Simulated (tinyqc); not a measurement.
Trap density from one capacitance.

Problem. Traps spread evenly through the insulator exchange electrons with the semiconductor by tunnelling, with tau(x) = t0 exp(2 ka x) at depth x from the interface. The admittance per area Y seen at depth x obeys dY/dx = -Y^2/(i w eps0 eox) + q Nb ln(1 + i w tau)/tau, with Y(0) = i w Cs and w = 2 pi f; the gate sees Y(tox) = G + i w C. Working variable y = Y/(i w), in uF/cm^2. Cox = eps0 eox/tox. Find Nb and G/w.

Inputs (values chosen for the exercise):
```
symbol  value     unit                                               meaning
eox      19.4                         relative permittivity of the insulator
tox        12       nm                                   insulator thickness
Cs          3  uF/cm^2             semiconductor capacitance in accumulation
ka        4.7     1/nm  decay constant of the wave function in the insulator
t0      3e-11        s              time constant of a trap at the interface
f         100       Hz                                             frequency
```

Constants: q = 1.602176634e-19 C, eps0 = 8.8541878128e-14 F/cm where lengths are in cm. Results are converted to the units shown.

C = 1.0745499 uF/cm^2

Solution. C rises steadily with Nb, so one density matches; in practice ka and t0 must come from the frequency dependence.

Nb = 2.700e19 cm^-3 eV^-1
G/w = 0.01015 uF/cm^2

Computed by the program tinyqc: `OMP_NUM_THREADS=1 python tinyqc.py 2202078 2202079 out.jsonl`, one thread of a shared Intel Xeon 2.30GHz, about 0.6 s for the whole run.
